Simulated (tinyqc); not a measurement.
Resistivity of narrow wires: free and nearly free electrons in a metal.

The cubic cell holds 2 atoms: n = 2 z/a^3, kF = (3 pi^2 n)^(1/3), EF = c kF^2/m, vF = 2 c kF/(m hbar), c = hbar^2/2m0; rs = (3/(4 pi n))^(1/3)/a0; D(EF) = 3 n/(2 EF).

Square wire of width w with grain size w: rho/rho0 = 1/(1 - 3 al/2 + 3 al^2 - 3 al^3 ln(1 + 1/al)) + (3/4) (1 - p) l/w, with al = (l/w) Rg/(1 - Rg) (Mayadas-Shatzkes plus the thick-wire form of Fuchs-Sondheimer); l = hbar kF/(n e^2 rho), e = 1.602176634e-19 C.

Constants: hbar^2/2m0 = 3.80998211 eV angstrom^2; hbar = 6.58211957e-16 eV s; a0 (Bohr radius) = 0.5291772105 angstrom.

Inputs chosen for the exercise (near those of K; shifted at random, so the results belong to these values and not to a real crystal):
- a = 5.204 angstrom (bcc lattice constant)
- z = 1 (free electrons an atom)
- m = 0.94 m0 (mass)
- rho = 7.1 micro-ohm cm (bulk resistivity)
- p = 0 (specularity of the surfaces)
- Rg = 0.17 (reflection at grain boundaries)

Wires:
```
w (nm)     al  grain term (factor - 1)  surface term  rho (micro-ohm cm)
200     0.031                    0.046         0.115                8.24
50      0.125                    0.181         0.458               11.64
30      0.209                    0.299         0.763               14.64
20      0.313                    0.444         1.145               18.38
14      0.447                    0.628         1.636               23.17
10      0.626                    0.871         2.290               29.55
7       0.894                    1.234         3.272               39.10
```

Give the missing row, w (nm) = 100.

Computed row:
```
w (nm)     al  grain term (factor - 1)  surface term  rho (micro-ohm cm)
100     0.063                    0.092         0.229                9.38
```

l = 30.54 nm

At 7 nm the resistivity is 5.51 times the bulk value; surfaces add more (1.23 from grains, 3.27 from surfaces). It passes twice the bulk value between 50 and 30 nm. The surface formula is meant for w above l = 31 nm, so the rows below that are rough.

Computed by tinyqc, a small Python program: `OMP_NUM_THREADS=1 python tinyqc.py 1652058 1652059 out.jsonl` (the numbers bound the seed that draws the inputs); one thread of a shared host (Intel(R) Xeon(R) Processor @ 2.30GHz), about 0.01 s for the whole set of steps.
